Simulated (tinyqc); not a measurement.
Inside a calculation. Method: plane-wave Kohn-Sham cycle with exchange-only LDA in a layered model solid. One step of it, computed by the program tinyqc.

Question. Iteration 1: potential. V_H(G) = 4 pi rho(G)/G^2 for G != 0 (uniform background); v_x = -(3 rho/pi)^(1/3); V = V_ext + V_H + v_x; Fourier components f(G_m) = (1/N) sum_j f(x_j) exp(-i G_m x_j).

A solid whose potential varies along x alone (atomic units):
```
parameter                      value
period a                   13.500000
cross-section of the cell  25.000000
electrons per cell                 4
grid points                       16
plane waves -n..n, n               2
k points                           4
V1 in V1 cos(2 pi x/a)     -0.530000
```

density at the start, on the grid x_j = j a/N (e/bohr^3): 0.01185185  0.01185185  0.01185185  0.01185185  0.01185185  0.01185185  0.01185185  0.01185185  0.01185185  0.01185185  0.01185185  0.01185185  0.01185185  0.01185185  0.01185185  0.01185185

Give: Potentials on the grid; V(G_m), m = 0, 1, 2, ....

Answer.

Potentials on the grid (hartree):
```
x          V_ext     V_H      v_x        V
0.0000   -0.5300  0.0000  -0.2245  -0.7545
0.8438   -0.4897  0.0000  -0.2245  -0.7142
1.6875   -0.3748  0.0000  -0.2245  -0.5993
2.5312   -0.2028  0.0000  -0.2245  -0.4273
3.3750         0  0.0000  -0.2245  -0.2245
4.2188    0.2028  0.0000  -0.2245  -0.0217
5.0625    0.3748  0.0000  -0.2245   0.1502
5.9062    0.4897  0.0000  -0.2245   0.2651
6.7500    0.5300  0.0000  -0.2245   0.3055
7.5938    0.4897  0.0000  -0.2245   0.2651
8.4375    0.3748  0.0000  -0.2245   0.1502
9.2812    0.2028  0.0000  -0.2245  -0.0217
10.1250        0  0.0000  -0.2245  -0.2245
10.9688  -0.2028  0.0000  -0.2245  -0.4273
11.8125  -0.3748  0.0000  -0.2245  -0.5993
12.6562  -0.4897  0.0000  -0.2245  -0.7142
```

V(G_m), m = 0, 1, 2, ... (hartree): -0.2245  -0.2650  0.0000  0.0000  0.0000
